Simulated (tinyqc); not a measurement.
# Width from the threshold shift

Inverse problem. Undoped body with a flat potential across it, hard walls, transport along x. Three valley pairs (g = 2 each) with the longitudinal mass along x, y or z. Non-parabolicity enters the subband edges through E (1 + al E) = gamma, so E = 2 gamma/(1 + sqrt(1 + 4 al gamma)); motion within a subband is taken as parabolic with the band-edge mass. Energies are counted from the bulk band edge. gamma = C pi^2 [a^2/(my (t + dl)^2) + b^2/(mz (H + dl)^2)], C = hbar^2/(2 m0). Each subband has N_k = g sqrt(2 mx m0 kB T/(pi hbar^2)); without degeneracy n = exp(EF/Vt) sum N_k exp(-E_k/Vt). Classical value Nc times t H, Nc = sum over valleys of 2 g (m m0 kB T/(2 pi hbar^2))^1.5 with m = (mx my mz)^(1/3). Threshold shift dVT = Vt ln(classical value/sum N_k exp(-E_k/Vt)). Find t and the lowest subband edge.

Parameters, values chosen for the exercise; masses close to those of silicon: temperature T = 300 K; longitudinal mass ml = 0.911 m0; transverse mass mt = 0.189 m0; non-parabolicity al = 0.5 1/eV; widening of the box by penetration into the insulator dl = 0 nm; height (along z) H = 7.8 nm.

Constants: q = 1.602176634e-19 C, kB = 1.380649e-23 J/K, hbar = 1.054571817e-34 J s, m0 = 9.1093837015e-31 kg, Vt = kB T/q, hbar^2/(2 m0) = 0.0380998212 eV nm^2. Results are converted to the units shown.

dVT = 54.429550 mV

Solution. dVT is evaluated for trial values of t with all subbands; between 1.5 and 25 nm one value matches.

t = 5.200 nm
E_1 = 46.87 meV

Program tinyqc, `OMP_NUM_THREADS=1 python tinyqc.py 2350137 2350138 out.jsonl`; Intel Xeon 2.30GHz, shared host, one thread, about 0.3 s.
